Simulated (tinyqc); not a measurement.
# AlGaN/GaN HEMT with access regions, lumped model, step by step

tinyqc, about 0.01 s, one thread, Intel Xeon 2.30GHz (shared host): `OMP_NUM_THREADS=1 python tinyqc.py 2570091 2570092 out.jsonl` Printed values are rounded.

A polarisation-induced electron sheet under a Schottky gate, in series with two ungated access regions and contacts. Drift law v = mu E/(1 + mu E/vs) under the gate. Currents in mA/mm, resistances in ohm mm. No self-heating, no channel-length modulation; fits for polarisation, barrier and offset are chosen for the exercise.

Values chosen for this exercise; values close to those of AlGaN/GaN structures:
- x = 0.23 (aluminium share of the barrier)
- d = 15 nm (barrier thickness)
- eps_r = 9.1 (relative permittivity of barrier and channel)
- mu = 1200 cm^2/(V s) (channel mobility)
- vs = 1.3e7 cm/s (saturation velocity)
- Lg = 0.15 um (gate length)
- Ls = 1.5 um (source access length)
- Ld = 12 um (drain access length)
- Rc = 0.45 ohm mm (resistance of each contact)
- ft = 0 (share of the drain-access electrons removed by traps)
- Vg = 0 V (gate voltage)
- Ec = 2.9 MV/cm (critical field)
- te = 0.31 um (depth over which the depleted charge spreads)
- tf = 200 nm (insulator under the field plate)
- ei = 7.5 (relative permittivity of that insulator)

Constants: q = 1.602176634e-19 C, eps0 = 8.8541878128e-14 F/cm where lengths are in cm. Results are converted to the units shown.

## Polarisation charge, threshold and sheet resistance

sigma = (5e13 x + 1.6e13 x^2) cm^-2, phiB = 0.84 + 1.3 x, dEc = 0.7 (1.71 x + x^2) in volts, Cb = eps0 eps_r/d, VT = phiB - dEc - q sigma/Cb, access density n0 = -Cb VT/q. Rsh = 1/(q mu n0); largest access current q n0 vs.

sigma = 1.23464e13 cm^-2
Cb = 0.537154 uF/cm^2
VT = -2.85592 V
n0 = 9.57490e12 cm^-2
Rsh = 543.218 ohm
q n0 vs = 1994.29 mA/mm

## On-resistance and breakdown

sigma = (5e13 x + 1.6e13 x^2) cm^-2, phiB = 0.84 + 1.3 x, dEc = 0.7 (1.71 x + x^2) in volts, Cb = eps0 eps_r/d, VT = phiB - dEc - q sigma/Cb, access density n0 = -Cb VT/q. Ron = 2 Rc + Ls/(q mu n0) + Ld/(q mu (1 - ft) n0) + Lg/(mu Cb (Vg - VT)). Off state: a depleted stretch that holds the voltage V has the peak field sqrt(k V), k = 2 q n0/(eps0 eps_r te), so one edge holds V1 = Ec^2/k. The sheet under the plate pinches off at Vf = q n0 (1/Cb + tf/(eps0 ei)); beyond it the gate edge is screened. BV = V1 if Vf >= V1, else Vf + V1, and at most Ec Ld. Specific resistance Ron (Ls + Lg + Ld); figure of merit BV^2 over it.

Ron = 8.31493 ohm mm
Vf = 49.0583 V
V1 = 68.4657 V
BV = 117.524 V
specific resistance = 1.13499 mohm cm^2
figure of merit = 12.1692 MW/cm^2

The plate raises BV by a factor of 1.72.
